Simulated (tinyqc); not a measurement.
Thickness from two neighbouring fringes.

Problem. At normal incidence a transparent film with an index between those of air and substrate, taken as constant, has reflectance minima at 2 n1 d = (m + 1/2) lam (small phase shifts at the substrate neglected). Find d and the order m of the shorter wavelength.

Values chosen for this exercise:
- n1 = 1.287 (index of the transparent film)

wavelengths of two neighbouring reflectance minima (nm): 523  584.52941

Solution. Neighbouring orders differ by one: 2 n1 d (1/lam1 - 1/lam2) = 1.

d = 1930 nm
m = 9

Numbers from tinyqc (`OMP_NUM_THREADS=1 python tinyqc.py 2870180 2870181 out.jsonl`; about 0.5 s on one thread of a shared Intel Xeon 2.30GHz).
